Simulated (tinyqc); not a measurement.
p-type polysilicon, carrier trapping at grain boundaries: effect of the grain size.

One-dimensional grains of size Lg, uniform ionised doping N, monovalent traps Qt at each boundary at a depth Et below (for electrons) or above (for holes) the band edge there, abrupt depletion of width W on each side of a boundary, Boltzmann statistics. xi is the distance from the band edge at the grain centre to the Fermi level. Trapped charge Qt/(1 + exp((xi + VB - Et)/Vt)) = 2 N W, barrier VB = q N W^2/(2 eps0 eps_r).

If the trap equation with xi = Vt ln(NB/N) has a root W < Lg/2, the grain is partly depleted; otherwise W = Lg/2 and the trap equation gives xi = Et - VB + Vt ln(Qt/(N Lg) - 1). N* = Qt/Lg. n0 = NB exp(-xi/Vt); mean density n0 (1 - 2 W/Lg) by charge balance in a partly depleted grain, and n0 (sqrt(pi)/2) erf(u)/u with u = sqrt(VB/Vt) in a fully depleted one; v = sqrt(kB T/(2 pi ms m0)); barrier resistivity Vt exp(VB/Vt)/(q fe n0 v Lg); grain resistivity (1 - 2 W/Lg)/(q n0 mug); effective mobility 1/(q mean density total resistivity). Rows with xi above 0.45 V, towards mid-gap, are left out, since the other carrier type is ignored.

Parameters, values chosen for the exercise; values of the order met in polycrystalline silicon:
- T = 300 K (temperature)
- eps_r = 11.7 (relative permittivity)
- NB = 2.65e19 cm^-3 (valence-band density of states at T)
- Qt = 1.7e12 cm^-2 (trap density of a grain boundary)
- Et = 0.43 eV (depth of the trap level from the majority band edge at the boundary)
- ms = 0.52 m0 (mass for thermionic emission)
- fe = 0.5 (correction factor of the emission rate)
- mug = 220 cm^2/(V s) (mobility inside the grains)
- N = 2.6e17 cm^-3 (doping)

Constants: q = 1.602176634e-19 C, kB = 1.380649e-23 J/K, m0 = 9.1093837015e-31 kg, Vt = kB T/q, eps0 = 8.8541878128e-14 F/cm where lengths are in cm. Results are converted to the units shown.

Result of one run:
```
Lg (nm)	N/N*	depleted share 2 W/Lg	VB (V)	xi (V)	mean density (cm^-3)	resistivity (ohm cm)	effective mobility (cm^2/(V s))
53	0.81059	1.0000	0.14119	0.25122	6.0444e14	2408.9	4.2867
```

What becomes of these results when the grain size Lg is changed from 53 to 160 nm, all else the same?

Result of the changed run:
```
Lg (nm)	N/N*	depleted share 2 W/Lg	VB (V)	xi (V)	mean density (cm^-3)	resistivity (ohm cm)	effective mobility (cm^2/(V s))
160	2.4471	0.40126	0.20719	0.11955	1.5567e17	62.948	0.63694
```

The whole series:
```
Lg (nm)	N/N*	depleted share 2 W/Lg	VB (V)	xi (V)	mean density (cm^-3)	resistivity (ohm cm)	effective mobility (cm^2/(V s))
17	0.26000	1.0000	0.014526	0.44251	8.2009e11	91473	83.203
31	0.47412	1.0000	0.048304	0.38437	5.6765e12	19549	56.245
53	0.81059	1.0000	0.14119	0.25122	6.0444e14	2408.9	4.2867
94	1.4376	0.68300	0.20719	0.11955	8.2419e16	107.07	0.70729
160	2.4471	0.40126	0.20719	0.11955	1.5567e17	62.948	0.63694
290	4.4353	0.22139	0.20719	0.11955	2.0244e17	34.779	0.88650
500	7.6471	0.12840	0.20719	0.11955	2.2661e17	20.218	1.3623
```

As Lg goes from 17 to 500, VB rises from 0.0145 to 0.207 V, the resistivity falls from 91500 to 20.2 ohm cm and the effective mobility goes from 83.2 through a minimum of 0.637 (at Lg = 160 among the rows listed) to 1.36 cm^2/(V s). For Lg = 17 VB is below Vt, where abrupt depletion and thermionic emission are rough.

Computed by the program tinyqc: `OMP_NUM_THREADS=1 python tinyqc.py 2830299 2830300 out.jsonl`, one thread of a shared Intel Xeon 2.30GHz, about 0.01 s for the whole run.
